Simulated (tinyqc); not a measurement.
Schottky barrier with interface states (Cowley-Sze model), image lowering and contact resistance: one step, computed by the program tinyqc.

An n-type semiconductor under a metal. The barrier lies between the Schottky-Mott limit phi_M - chi and the Bardeen limit E_g - E_n, E_n being the neutrality level of the interface states; the space-charge term of the full Cowley-Sze expression is left out.

Question. Pinning factor and barrier. S = 1/(1 + e^2 D delta/(eps_i eps_0)); for D per eV, e^2 D is the number e x D in SI units, with 1 cm^-2 = 1e4 m^-2. phi_B = S (phi_M - chi) + (1 - S)(E_g - E_n); the hole barrier is E_g - phi_B.

Inputs (values chosen for the exercise, with gap, mass and screening modelled on CdTe):
```
quantity                                     value         unit
gap E_g                                       1.52           eV
electron affinity chi                         4.19           eV
metal work function phi_M                     4.46           eV
neutrality level E_n above the valence band   1.01           eV
interface-state density D                    5e+12  cm^-2 eV^-1
dipole layer thickness delta                  0.36           nm
dipole layer constant eps_i                      2            -
```

Pinning factor from: interface states.

Constants: e = 1.602176634e-19 C; eps_0 = 8.8541878128e-12 F/m.

Give: pinning factor S; Schottky-Mott barrier; Bardeen barrier; barrier phi_B; hole barrier.

Answer.

pinning factor S = 0.8600

Schottky-Mott barrier = 0.27 eV

Bardeen barrier = 0.51 eV

barrier phi_B = 0.3036 eV

hole barrier = 1.216 eV

The contact is weakly pinned: the barrier follows the metal.
